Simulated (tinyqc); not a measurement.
Course in time: spin coating of a resist or spin-on film: centrifugal thinning, evaporation and the final thickness (Emslie and Meyerhofer models). Computed by tinyqc, a small Python program. Command: `OMP_NUM_THREADS=1 python tinyqc.py 3113494 3113495 out.jsonl spincoat walk`. One thread of a shared host (Intel(R) Xeon(R) Processor @ 2.30GHz), about 0.09 s of CPU time with the checks.

A Newtonian film stays uniform over the wafer; solvent and solids have the same density and the concentration is uniform through the thickness.

Inputs (values chosen for the exercise, of the order of those of a polymer resist in an ester solvent):

| quantity | value | unit |
|---|---|---|
| solids volume fraction c0 | 0.12 | - |
| kinematic viscosity of the solvent nu_s | 2.2 | mm^2/s |
| viscosity constant k | 2400 | mm^2/s |
| viscosity exponent gamma | 2.8 | - |
| spin speed f | 1000 | rpm |
| evaporation rate at 1000 rpm e0 | 0.099 | micrometre/s |
| starting thickness h0 | 500 | micrometre |
| wafer radius R | 50 | mm |
| shrinkage in the bake | 15 | % |

Method:
- omega = 2 pi f/60; nu(c) = nu_s + k c^gamma; evaporation rate e = e0 sqrt(f/1000 rpm).
- Flow constant K = 2 omega^2/(3 nu(c0)); Reynolds number of the air omega R^2/nu_air with nu_air = 15 mm^2/s.
- Meyerhofer estimate: flow rules until (1 - c0) K h^3 = e, then evaporation alone: h_w = (e/((1 - c0) K))^(1/3), dry film c0 h_w.
- Full model for solids s and liquid l per area, h = s + l, c = s/h: ds/dt = -c Q, dl/dt = -(1 - c) Q - e, Q = 2 omega^2 h^3/(3 nu(c)); integrated adaptively (relative tolerance 1e-9) until l = 0.
- Dry film = s at l = 0, before the bake; film after the bake = s x (1 - shrinkage).
- Times are fractions of the time to dry.

omega = 104.720 1/s

evaporation rate e = 0.099 micrometre/s

dry film = 706.239 nm

dry film, estimate = 610.034 nm

History:

| fraction | t (s) | h (micrometre) | c | nu (mm^2/s) | Q/e | s (nm) |
|---|---|---|---|---|---|---|
| 0.003 | 0.179 | 56.706 | 0.12003 | 8.54 | 1.5765e+03 | 6806.2 |
| 0.010 | 0.597 | 31.194 | 0.12015 | 8.56 | 2.6186e+02 | 3748.0 |
| 0.030 | 1.792 | 18.015 | 0.12079 | 8.66 | 4.9887e+01 | 2176.1 |
| 0.100 | 5.974 | 9.806 | 0.12491 | 9.29 | 7.4963e+00 | 1224.9 |
| 0.200 | 11.949 | 6.815 | 0.13452 | 10.93 | 2.1397e+00 | 916.8 |
| 0.350 | 20.911 | 4.906 | 0.15718 | 15.69 | 5.5554e-01 | 771.1 |
| 0.500 | 29.872 | 3.743 | 0.19349 | 26.35 | 1.4696e-01 | 724.2 |
| 0.700 | 41.821 | 2.486 | 0.28481 | 73.48 | 1.5446e-02 | 708.1 |
| 0.900 | 53.770 | 1.298 | 0.54422 | 439.11 | 3.6759e-04 | 706.3 |

What follows from these numbers?

Q/e drops below 1 between t = 12 and 21 s, when c has risen from 0.12 to about 0.157; after that row the solids fall by a further 8 %. The full model gives 1.16 times the two-stage estimate.
